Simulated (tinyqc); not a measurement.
Inside a calculation. Model: resistance of a tapered via with liner, size effect and interface.

tinyqc, about 0.01 s, one thread, Intel Xeon 2.30GHz (shared host): `OMP_NUM_THREADS=1 python tinyqc.py 2750137 2750138 out.jsonl` Printed values are rounded.

A round via whose diameter grows from db at the bottom as D(z) = db + 2 z/tan(ang). The fill, of diameter D - 2 tl, starts above the bottom liner (thickness fb tl) and has rho = rho0 (1 + ks lam/(D - 2 tl)); the sidewall liner conducts in parallel with it. The bottom liner and the interface are crossed over the full area pi db^2/4. Spreading in the lines above and below is left out.

Values chosen for this exercise; fill metal close to cobalt: diameter at the bottom db = 11 nm; height hv = 24 nm; sidewall angle ang = 89 degrees; bulk resistivity of the fill rho0 = 6.28 uohm cm; mean free path of the fill lam = 12 nm; size-effect factor ks = 1.6; liner on the sidewall tl = 1.8 nm; liner at the bottom over that on the sidewall fb = 0.5; resistivity of the liner rl = 260 uohm cm; interface resistivity at the bottom ri = 5.1e-13 ohm cm^2; ballistic conductance per area, about 3/(4 rho0 lam) Sb = 1e15 S/m^2.

## Slices of the via

Slices between z0 = fb tl and hv, evaluated at their midpoints: conductance per length pi/4 [(D - 2 tl)^2/rho + (D^2 - (D - 2 tl)^2)/rl], slice resistance = slice height over that. 7 slices.

```
slice  z (nm)   D (nm)  rho (uohm cm)  slice resistance (ohm)
0        2.55  11.0890        22.3804                 15.2056
1        5.85  11.2042        22.1364                 14.6268
2        9.15  11.3194        21.8998                 14.0778
3       12.45  11.4346        21.6701                 13.5567
4       15.75  11.5498        21.4471                 13.0618
5       19.05  11.6650        21.2305                 12.5915
6       22.35  11.7802        21.0199                 12.1441
```

## Total resistance

R_fill = sum of the slices; R_bottom = rl fb tl/(pi db^2/4); R_interface = ri/(pi db^2/4); ballistic (Sharvin) limit 1/(Sb pi (db - 2 tl)^2/4); ideal cylinder rho0 hv/(pi db^2/4).

parts (ohm): fill 95.2644, bottom liner 24.6230, interface 0.536655
R = 120.424 ohm
shares (%): fill 79.1075, bottom liner 20.4469, interface 0.4456
ballistic limit = 23.2513 ohm
ideal cylinder = 15.8597 ohm

The fill is the largest part, and R is 7.59 times the ideal cylinder. With 2000 slices R = 120.43 ohm.
